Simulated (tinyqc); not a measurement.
Longitudinal sound in a periodic multilayer: transfer matrices, stop bands and folded phonons: one step, computed by the program tinyqc. Command: `OMP_NUM_THREADS=1 python tinyqc.py 3002914 3002915 out.jsonl multilayer walk`. One thread of a shared host (Intel(R) Xeon(R) Processor @ 2.30GHz), about 0.01 s of CPU time with the checks.

Layers 1 and 2 repeat with period d = d_1 + d_2; waves travel normal to the layers, without loss. State vector (u, s): displacement u and stress divided by omega. Impedances Z = rho v are in 1e6 kg/(m^2 s).

Question. Impedances, mean velocity and Bragg frequency. Z = rho v; interface reflection r = (Z_2 - Z_1)/(Z_2 + Z_1) (stress amplitude, from 1 into 2); Bragg frequency f_B = 1/[2 (d_1/v_1 + d_2/v_2)]; long-wave velocity v_eff = d/sqrt[(d_1/v_1)^2 + (d_2/v_2)^2 + (Z_1/Z_2 + Z_2/Z_1)(d_1/v_1)(d_2/v_2)].

Inputs (values chosen for the exercise, modelled on silica (layer 1), silicon nitride (layer 2) and silicon (substrate)): density rho_1 = 2.23 g/cm^3; velocity v_1 = 6050 m/s; thickness d_1 = 5.74 nm; density rho_2 = 3.11 g/cm^3; velocity v_2 = 10100 m/s; thickness d_2 = 9.61 nm; substrate density = 2.35 g/cm^3; substrate velocity = 8370 m/s.

Give: Z_1; Z_2; Z of the substrate; interface reflection r; Bragg frequency f_B; long-wave velocity v_eff.

Answer.

Z_1 = 13.4915

Z_2 = 31.411

Z of the substrate = 19.6695

interface reflection r = 0.3991

Bragg frequency f_B = 263.1 GHz

long-wave velocity v_eff = 7407 m/s
